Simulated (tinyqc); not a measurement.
# Worked calculation: a six-terminal Hall bar with edge channels and a constriction, Landauer-Buettiker equations

tinyqc, about 0.01 s, one thread, Intel Xeon 2.30GHz (shared host): `OMP_NUM_THREADS=1 python tinyqc.py 2700009 2700010 out.jsonl` Printed values are rounded.

Contacts 1 (source) and 4 (drain) end the bar; 2 and 3 lie on the upper edge, 6 and 5 on the lower edge, with a constriction between 2 and 3 (and between 6 and 5). Carriers run 1 to 2 to 3 to 4 to 5 to 6 to 1 in M channels. The constriction passes Tc from 2 to 3 and from 5 to 6, and turns M - Tc from 2 to 6 and from 5 to 3. Signs are those of positive carriers; V4 = 0.

Values chosen for this exercise:

| symbol | value | unit | meaning |
|---|---|---|---|
| M | 5 |  | edge channels, spin counted singly |
| Tc | 4.04 |  | summed transmission of the constriction |
| I | 5 | nA | current from contact 1 to contact 4 |

Constants: q = 1.602176634e-19 C, h = 6.62607015e-34 J s. Results are converted to the units shown.

## Transmission matrix

T_ij is the transmission from contact j to contact i.

T_ij:
```
   1     2  3  4     5  6
1  0     0  0  0     0  5
2  5     0  0  0     0  0
3  0  4.04  0  0  0.96  0
4  0     0  5  0     0  0
5  0     0  0  5     0  0
6  0  0.96  0  0  4.04  0
```

## Voltages

I_i = (q^2/h) [M V_i - sum_j T_ij V_j], with I_1 = I, V_4 = 0 and no current at 2, 3, 5, 6.

V, contact 1 to 6 (uV): [31.9465, 31.9465, 25.8128, 0.0000, 0.0000, 6.1337]

## Resistances

R(a,b) = (V_a - V_b)/I.

resistances (kohm): R(1,4) 6.38931, R(2,3) 1.22675, R(2,6) 5.16256, R(2,5) 6.38931, R(3,6) 3.93581

In units of h/q^2: R(1,4) = R(2,5) = 1/Tc, R(2,3) = 1/Tc - 1/M, R(2,6) = 1/M, R(3,6) = 2/M - 1/Tc.
